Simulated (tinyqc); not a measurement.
Time-dependent dielectric breakdown: cell percolation, Weibull statistics, area scaling and voltage extrapolation: one step, computed by the program tinyqc. Command: `OMP_NUM_THREADS=1 python tinyqc.py 3016318 3016319 out.jsonl tddb walk`. One thread of a shared host (Intel(R) Xeon(R) Processor @ 2.30GHz), about 0.01 s of CPU time with the checks.

The oxide is divided into columns of area a^2, each holding m = t_ox/a cells (m is taken as continuous). A share lambda(t) = (t/t_1)^alpha of the cells is defective, and a column whose cells are all defective breaks down.

Problem. Fitting the sample. W = ln(-ln(1 - F_i)) with the median ranks F_i. Least squares in W: W = beta ln t - beta ln t63. Maximum likelihood: solve sum t^b ln t/sum t^b - 1/b = mean of ln t for b, then t63 = (mean of t^b)^(1/b).

Weibull plot:
```
i      t (s)        F_i      ln t          W
1   10410.56  0.0614035   9.25058  -2.758771
2   10611.06  0.1491228   9.26965  -1.823328
3   12288.44  0.2368421   9.41641  -1.308259
4   15555.94  0.3245614   9.65220  -0.935491
5   15797.98  0.4122807   9.66764  -0.632041
6   16132.01  0.5000000   9.68856  -0.366513
7   17682.64  0.5877193   9.78034  -0.120981
8   20662.50  0.6754386   9.93608   0.118032
9   22829.80  0.7631579  10.03582   0.364894
10  23966.83  0.8508772  10.08443   0.643424
11  28356.86  0.9385965  10.25262   1.026145
```

Give: slope by least squares; t63 by least squares; slope by maximum likelihood; t63 by maximum likelihood.

Solution.

slope by least squares = 3.3020

t63 by least squares = 19730 s

slope by maximum likelihood = 3.5044

t63 by maximum likelihood = 19660 s

Caution: t_1 is an input here; in a real oxide it changes with thickness at fixed voltage.
